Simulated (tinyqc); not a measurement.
## Input admittance of a MOSFET at zero drain bias: distributed channel and distributed gate: effect of the channel length

Source and drain grounded, strong inversion, w = 2 pi f, Cox = eps0 eox/tox. The channel is an RC line of resistance 1/(mu Cox Vo) per square fed from both ends, so one finger has the intrinsic admittance y = i w Cox L tanh(g)/g per width, g = (1/2) sqrt(i w tau), tau = L^2/(mu Vo). The vertical resistance rv/L is in series with y, the overlaps 2 i w Cov in parallel: y_t = 1/(1/y + rv/L) + 2 i w Cov. The gate strip is a line of Rsh/L per length loaded by y_t, so a finger has Y = y_t Wf tanh(k)/k, k = (Wf/sd) sqrt(y_t Rsh/L); the device has Nf Y.

Low-frequency limits, with c = Cox L and ct = c + 2 Cov: R_strip = Rsh Wf/(3 sd^2 L Nf), R_ch = (c/ct)^2 L/(12 mu Cox Vo Wf Nf), R_vert = (c/ct)^2 rv/(L Wf Nf), C = ct Wf Nf. Z = 1/(Nf Y) = R + 1/(i w C), Q = |Im Z|/R, far-point signal |1/cosh k|.

Parameters, values chosen for the exercise; values of the order met in silicon radio-frequency transistors:
- eox = 21.3 (relative permittivity of the gate insulator (close to hafnium oxide))
- tox = 9.9 nm (insulator thickness)
- Wf = 0.93 um (finger width)
- Nf = 4 (number of fingers)
- mu = 380 cm^2/(V s) (channel mobility)
- Vo = 0.32 V (gate overdrive)
- Rsh = 20 ohm/square (sheet resistance of the gate)
- rv = 1.6 ohm um^2 (vertical resistivity of the gate stack)
- sd = 2 (number of ends at which a finger is contacted)
- Cov = 0.4 fF/um (overlap and fringe capacitance on each side)
- f = 3.4 GHz (frequency)

Constants: eps0 = 8.8541878128e-14 F/cm where lengths are in cm. Results are converted to the units shown.

Result of one run:

| w tau | \|k\| | R (ohm) | low-frequency R (ohm) | C (fF) | Q | signal at the far point |
|---|---|---|---|---|---|---|
| 0.001581 | 0.06499 | 15.91 | 15.91 | 5.102 | 576.7 | 1.000 |

Which channel length L gave this result: 0.03, 0.22, 0.42, 1.6 or 3 um?

L = 0.03 um.

The whole series:

| L (um) | w tau | \|k\| | R (ohm) | low-frequency R (ohm) | C (fF) | Q | signal at the far point |
|---|---|---|---|---|---|---|---|
| 0.03 | 0.001581 | 0.06499 | 15.91 | 15.91 | 5.102 | 576.7 | 1.000 |
| 0.058 | 0.005910 | 0.05508 | 11.06 | 11.06 | 7.086 | 597.1 | 1.000 |
| 0.11 | 0.02126 | 0.04931 | 11.14 | 11.14 | 10.77 | 390.0 | 1.000 |
| 0.22 | 0.08503 | 0.04578 | 18.14 | 18.14 | 18.57 | 139.0 | 1.000 |
| 0.42 | 0.3099 | 0.04399 | 35.33 | 35.34 | 32.73 | 40.47 | 1.000 |
| 0.8 | 1.124 | 0.04291 | 70.76 | 70.81 | 59.54 | 11.11 | 0.9999 |
| 1.6 | 4.497 | 0.04066 | 146.0 | 147.4 | 112.9 | 2.839 | 0.9997 |
| 3 | 15.81 | 0.03178 | 256.0 | 282.4 | 163.7 | 1.117 | 0.9997 |

As L goes from 0.03 to 3, R goes from 15.9 through a minimum of 11.1 (at L = 0.058 among the rows listed) to 256 ohm, C rises from 5.10 to 164 fF and Q goes from 577 through a maximum of 597 (at L = 0.058 among the rows listed) to 1.12. R_strip falls as 1/L while R_ch grows with L, which gives the minimum of R.

Program tinyqc, `OMP_NUM_THREADS=1 python tinyqc.py 2262194 2262195 out.jsonl`; Intel Xeon 2.30GHz, shared host, one thread, about 0.01 s.
